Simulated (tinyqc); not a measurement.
## Lifetime from the low-frequency admittance

Inverse problem. At low frequency a p+-n diode with a base of width wb has C_diff/G = (tau/2)(1 - 2 x/sinh 2x), x = wb/sqrt(Dp tau). Find tau, x and the limit of C_diff/G for infinite lifetime, wb^2/(3 Dp).

Inputs (values chosen for the exercise):

| symbol | value | unit | meaning |
|---|---|---|---|
| Dp | 2.5 | cm^2/s | hole diffusion coefficient |
| wb | 0.46 | um | width of the neutral base |

G = 0.098214782 S/cm^2
C_diff = 2.6652931e-5 uF/cm^2

Answer. The ratio rises steadily with tau from tau/2 (long base) towards wb^2/(3 Dp) (short base), so one lifetime matches as long as the ratio is below that limit.

tau = 1.000e-8 s
x = 0.2909
limit of C_diff/G = 2.821e-10 s

Program tinyqc, `OMP_NUM_THREADS=1 python tinyqc.py 2890109 2890110 out.jsonl`; Intel Xeon 2.30GHz, shared host, one thread, about 0.01 s.
